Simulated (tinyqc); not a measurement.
# Charge pumping in an n-channel transistor: what changes with what

The gate is pulsed from accumulation to inversion and back. Energies E are counted from the intrinsic level; Dit(E) = D0 [1 + b (2 E/Eg)^2]. During each edge the traps near the bands emit their carriers, and those between Eh and Ee recombine once a cycle.

Inputs (values chosen for the exercise); band and dielectric values close to those of silicon:
- T = 300 K (temperature)
- Eg = 1.14 eV (band gap)
- Nc = 2.81e19 cm^-3 (conduction-band density of states at 300 K)
- Nv = 2.66e19 cm^-3 (valence-band density of states at 300 K)
- A = 0.13 um^2 (gate area)
- D0 = 1.2e11 cm^-2 eV^-1 (trap density at midgap)
- b = 0 (rise of the trap density towards the band edges)
- sn = 1.4e-15 cm^2 (cross-section for electrons)
- sp = 2.4e-16 cm^2 (cross-section for holes)
- vth = 1.7e7 cm/s (thermal velocity at 300 K, one nominal value for electrons and holes)
- dV = 1.03 V (Vth - Vfb)
- Va = 2.7 V (pulse height)
- f = 25000 Hz (frequency)
- tr = 440 ns (rise time)

Constants: q = 1.602176634e-19 C, kB = 1.380649e-23 J/K, Vt = kB T/q. Results are converted to the units shown.

Each table varies one quantity; the others keep the values above.

## Scanning the upper gap with the fall time

ni = sqrt(Nc Nv) exp(-Eg/(2 Vt)), Eg in volts; emission times te = (dV/Va) tf and th = (dV/Va) tr; Ee = -Vt ln(vth sn ni te), Eh = +Vt ln(vth sp ni th). Nit = integral of Dit from Eh to Ee = D0 [Ee - Eh + 4 b (Ee^3 - Eh^3)/(3 Eg^2)], Qcp = q A Nit, Icp = f Qcp.

The same in every row: Eh (eV) = -0.3157.

Result of one run:
```
tf (ns),Ee (eV),Nit (cm^-2),Icp (pA)
61,0.3212,7.642e10,0.3979
```

What becomes of these results when the fall time tf is changed from 61 to 840 ns, all else the same?

Result of the changed run:
```
tf (ns),Ee (eV),Nit (cm^-2),Icp (pA)
840,0.2534,6.829e10,0.3556
```

The whole series:
```
tf (ns),Ee (eV),Nit (cm^-2),Icp (pA)
1.2,0.4227,8.861e10,0.4614
4.4,0.3891,8.458e10,0.4404
16,0.3558,8.057e10,0.4196
61,0.3212,7.642e10,0.3979
230,0.2869,7.230e10,0.3765
840,0.2534,6.829e10,0.3556
3100,0.2196,6.424e10,0.3345
12000,0.1846,6.004e10,0.3126
```

Ee falls from 0.423 to 0.185 eV, by Vt ln 10 a decade, and Icp falls from 0.461 to 0.313 pA. The slope -dNit/d(ln tf)/Vt gives Dit = 1.20e11 cm^-2 eV^-1 near E = 0.406 eV and 1.20e11 near 0.202 eV: constant, as the profile is flat.

## Triangular pulses against frequency

Same model as above.

For a symmetric triangular wave tr = tf = 1/(2 f).

Results:
```
f (Hz),Ee (eV),Eh (eV),Nit (cm^-2),Icp (pA),Qcp (fC)
2200,0.1086,-0.1542,3.153e10,0.01445,0.006568
5100,0.1303,-0.1759,3.675e10,0.03904,0.007654
12000,0.1524,-0.1980,4.206e10,0.1051,0.008760
59000,0.1936,-0.2392,5.194e10,0.6383,0.01082
1.3e5,0.2140,-0.2596,5.684e10,1.539,0.01184
3e5,0.2357,-0.2813,6.203e10,3.876,0.01292
6.9e5,0.2572,-0.3028,6.720e10,9.657,0.01400
1.6e6,0.2789,-0.3245,7.242e10,24.13,0.01508
3.5e6,0.2992,-0.3448,7.727e10,56.33,0.01609
```

Estimate the missing row, f = 26000 Hz.

Computed row:
```
f (Hz),Ee (eV),Eh (eV),Nit (cm^-2),Icp (pA),Qcp (fC)
26000,0.1724,-0.2180,4.685e10,0.2537,0.009759
```

With this row back in the table: Qcp rises from 0.00657 to 0.0161 fC, by 0.00298 fC a decade between the first two rows and 0.00298 between the last two (2 q A D0 Vt ln 10 = 0.00298 fC): faster edges leave less time for emission and widen the window, so Icp grows faster than f, as f^(1.12).

Range of the model: The Fermi levels of inversion and accumulation are taken to lie beyond Ee and Eh, the flat tops to fill all traps, and no geometric current is added.

Program tinyqc, `OMP_NUM_THREADS=1 python tinyqc.py 2030111 2030112 out.jsonl`; Intel Xeon 2.30GHz, shared host, one thread, about 0.01 s.
